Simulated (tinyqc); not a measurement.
Bound state in one dimension: Numerov shooting, finite differences, DVR, step by step. Computed by tinyqc, a small Python program that keeps every step. Settings: points = 64. Command: `OMP_NUM_THREADS=1 python tinyqc.py 31298 31299 out.jsonl` (the two numbers bound the seeds that draw the settings). One thread of a shared host (Intel(R) Xeon(R) Processor @ 2.60GHz), about 0.01 s of CPU time with the checks.

## Numerov steps at E = 0.1

One particle of mass 1 in V = 1.08^2 x^2/2 + 0 x^4 (atomic units), psi = 0 at both ends:
```
parameter                 value
left end              -4.500000
right end              4.500000
intervals                    64
h                      0.140625
state sought (nodes)          2
```

k_i = 2 m (E - V_i); (1 + h^2 k_(i+1)/12) y_(i+1) = 2 (1 - 5 h^2 k_i/12) y_i - (1 + h^2 k_(i-1)/12) y_(i-1), from y_0 = 0, y_1 = 0.001.

Points along the way:
```
i          x         V          k         y
0   -4.50000  11.80980  -23.41960   0.00000
1   -4.35938  11.08322  -21.96644   0.00100
2   -4.21875  10.37971  -20.55941   0.00244
3   -4.07812   9.69926  -19.19852   0.00491
4   -3.93750   9.04188  -17.88376   0.00928
5   -3.79688   8.40756  -16.61513   0.01702
21  -1.54688   1.39549   -2.59099  15.68414
22  -1.40625   1.15330   -2.10660  20.26063
23  -1.26562   0.93417   -1.66835  25.67804
24  -1.12500   0.73811   -1.27622  31.93894
25  -0.98438   0.56512   -0.93023  39.00195
26  -0.84375   0.41519   -0.63038  46.77862
```

## Bisection on the node count

With more sign changes than the state has nodes (the last point included) the energy is too high, else too low; the bracket starts as 0.1 to 12.

Trials:
```
trial          E  sign changes  y at the right end   next
1      6.0500000             6            1.80e-01  lower
2      3.0750000             3           -1.36e+02  lower
3      1.5875000             1           -7.22e+02  raise
4      2.3312500             2            8.38e+02  raise
5      2.7031250             3           -3.43e+00  lower
6      2.5171875             2            3.00e+02  raise
7      2.6101563             2            1.21e+02  raise
8      2.6566406             2            5.24e+01  raise
9      2.6798828             2            2.30e+01  raise
10     2.6915039             2            9.40e+00  raise
11     2.6973145             2            2.89e+00  raise
12     2.7002197             3           -2.90e-01  lower
13     2.6987671             2            1.30e+00  raise
14     2.6994934             2            5.01e-01  raise
...          ...           ...                 ...    ...
29     2.6999531             2            4.57e-06  raise
30     2.6999531             3           -7.51e-06  lower
31     2.6999531             3           -1.47e-06  lower
```

eigenvalue = 2.6999531 hartree

## The same grid by other methods

Three-point finite differences and the sine-DVR kinetic matrix of Colbert and Miller on the same points.

Lowest levels (hartree):
```
state  finite differences      DVR
0                 0.53928  0.54000
1                 1.61639  1.62000
2                 2.69060  2.70000
3                 3.76191  3.78002
4                 4.83042  4.86016
```
